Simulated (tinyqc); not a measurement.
Density of states of one tight-binding band on the square lattice: one step. Energies on the mesh.

E(k) = -2 t (c1 + c2) - 4 t2 c1 c2 with ci = cos(2 pi ki); k in fractions of the reciprocal vectors, mesh k_i = j/N with j = 0 .. N-1. Densities are per cell and per spin, so the band holds one state.

Inputs chosen for the exercise:
```
symbol  value  unit  meaning
t       2.22   eV    nearest hopping
t2      0.38   eV    second hopping
N       5            mesh points along each axis
```

Task: Evaluate the band at all 25 points and collect equal values.

Give: Distinct energies.

Result:

Distinct energies:
```
E_k (eV),points
-10.4000,1
-6.2817,4
-2.8892,4
0.3817,4
2.6000,8
6.1892,4
```

The 25 points give 6 distinct energies between -10.4000 and 6.1892 eV; a dense mesh gives a band from -10.400 to 7.360 eV.

Computed by tinyqc, a small Python program: `OMP_NUM_THREADS=1 python tinyqc.py 1681193 1681194 out.jsonl` (the numbers bound the seed that draws the inputs); one thread of a shared host (Intel(R) Xeon(R) Processor @ 2.30GHz), about 0.08 s for the whole set of steps.
